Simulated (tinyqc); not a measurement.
Chemical-mechanical planarisation: Preston law, pattern density and step-height reduction: one step, computed by the program tinyqc. Command: `OMP_NUM_THREADS=1 python tinyqc.py 3006918 3006919 out.jsonl cmp walk`. One thread of a shared host (Intel(R) Xeon(R) Processor @ 2.30GHz), about 0.01 s of CPU time with the checks.

A row of 12 cells, repeated periodically, holds raised features that cover a share rho of each cell.

Problem. Blanket rate. With equal rotation speeds the relative speed is uniform, v = omega r_c; Preston rate R0 = K P v.

Inputs (values chosen for the exercise, close to those used for oxide polishing):
```
quantity                        value  unit
Preston coefficient K         6.2e-14  1/Pa
pressure P                         38   kPa
platen and carrier speed           80   rpm
distance between the centres       16    cm
```

Give: relative speed v; blanket rate R0.

Solution.

relative speed v = 1.3404 m/s

blanket rate R0 = 3.1580 nm/s
